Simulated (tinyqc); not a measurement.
## Voltage drop against the pad pitch

A grid of 25 by 25 nodes with segments Rx (rows) and Ry (columns); every node draws I1 and the central node kh I1; pads with resistance Rp sit at the nodes whose row and column are multiples of the pitch, counting from 0. The drops u = Vdd - V follow from G u = i, with G the conductance matrix and i the load currents, solved directly.

Parameters, values chosen for the exercise: supply voltage Vdd = 0.7 V; resistance of a horizontal segment Rx = 0.13 ohm; resistance of a vertical segment Ry = 0.38 ohm; resistance from a pad node to the supply Rp = 0.15 ohm; factor on the load at the hot node kh = 3; load current of a node in the large grid I1 = 0.18 mA.

Voltage drop against the pad pitch:

| pitch (nodes) | pads | worst drop (mV) | mean drop (mV) | largest drop at a pad (mV) | largest pad current (mA) | worst drop over Vdd (%) |
|---|---|---|---|---|---|---|
| 1 | 625 | 0.04377 | 0.02709 | 0.04377 | 0.2918 | 0.006253 |
| 2 | 169 | 0.1594 | 0.1272 | 0.1285 | 0.8569 | 0.02277 |
| 3 | 81 | 0.3553 | 0.2936 | 0.2623 | 1.749 | 0.05076 |
| 4 | 49 | 0.6402 | 0.5233 | 0.4392 | 2.928 | 0.09145 |
| 6 | 25 | 1.392 | 1.155 | 0.8922 | 5.948 | 0.1988 |
| 8 | 16 | 2.437 | 1.989 | 1.379 | 9.194 | 0.3482 |
| 12 | 9 | 4.671 | 4.137 | 2.735 | 18.24 | 0.6673 |
| 24 | 4 | 15.29 | 13.43 | 4.232 | 28.21 | 2.185 |

What does the comparison show?

The worst drop goes from 0.0438 to 15.3 mV while the number of pads falls from 625 to 4; between the last two rows it goes as pitch^(1.71). The largest drop at a pad is 100 % of the worst drop in the first row and 27.7 % in the last; the rest falls along the wires.

Computed by the program tinyqc: `OMP_NUM_THREADS=1 python tinyqc.py 2770192 2770193 out.jsonl`, one thread of a shared Intel Xeon 2.30GHz, about 0.3 s for the whole run.
